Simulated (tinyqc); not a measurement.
## Deep-level transient spectroscopy: the DLTS spectrum

Schottky contact on an n-type layer with shallow donors Nd (all ionised) and a donor-like deep trap, neutral when filled and positive when empty; depletion approximation. Traps within lam of the depletion edge stay filled. A long pulse to Vp fills the traps beyond x1 = Wp - lam; back at Vr those between x1 and x2 = Wr - lam emit. A rate window reads S = C(t2) - C(t1).

Emission rate en = sn vth(T) Nc(T) exp(-Et/kB T) = sn g T^2 exp(-Et/kB T), g = vth Nc/(300 K)^2, as vth goes as T^0.5 and Nc as T^1.5 (degeneracy factor 1). lam = sqrt(2 eps0 eps_r (EF - ET)/(q Nd)), EF - ET = Et - (kB T/q) ln(Nc(T)/Nd), Nc(T) = Nc (T/300 K)^1.5. In the steady state at the band bending V, 2 eps0 eps_r V/q = Nd W^2 + Nt (W - lam)^2 (the second term only if W > lam). W(t)^2 = Wr^2 + (Nt/Nd)(x2^2 - x1^2) exp(-en t), C = eps0 eps_r/W; for small Nt, dC/C = -(Nt/2 Nd) G exp(-en t) with G = (x2^2 - x1^2)/Wr^2. For an exponential transient S peaks where en = ew = ln(t2/t1)/(t2 - t1).

Inputs (values chosen for the exercise); material values close to those of 4H silicon carbide: relative permittivity eps_r = 9.62; conduction-band density of states at 300 K Nc = 1.7e19 cm^-3; thermal velocity at 300 K vth = 1.9e7 cm/s; shallow donor density Nd = 2.5e16 cm^-3; built-in voltage Vbi = 0.97 V; depth of the trap below the conduction edge Et = 0.63 eV; capture cross-section sn = 1.4e-17 cm^2; trap density Nt = 5e14 cm^-3; reverse bias Vr = 1.8 V; reverse bias during the filling pulse Vp = 0 V; first sampling time t1 = 2 ms; second sampling time t2 = 4 ms.

Constants: q = 1.602176634e-19 C, kB = 1.380649e-23 J/K, eps0 = 8.8541878128e-14 F/cm where lengths are in cm. Results are converted to the units shown.

Result of one run:
```
en (1/s)  S (pF/cm^2)
1184            7.579
```

Which temperature of the transient T gave this result: 359, 387, 457 or 471 K?

T = 457 K.

The whole series:
```
T (K)  en (1/s)  S (pF/cm^2)
359       9.270        1.469
373       21.49        3.321
387       47.01        6.814
401       97.62        12.33
415       193.4        18.66
429       367.2        21.68
443       671.0        17.00
457        1184        7.579
471        2023        1.553
485        3358       0.1108
499        5426     0.001796
513        8553     3.493e-6
```

S goes from 1.47 through a maximum of 21.7 (at T = 429 K among the rows listed) to 3.49e-6 pF/cm^2; en equals ew = 347 1/s at 427.7 K. Colder, the trap has hardly emitted by t2; warmer, it is empty before t1. Rows above half of the largest S span 401 to 443 K.

tinyqc, about 0.01 s, one thread, Intel Xeon 2.30GHz (shared host): `OMP_NUM_THREADS=1 python tinyqc.py 2050174 2050175 out.jsonl`
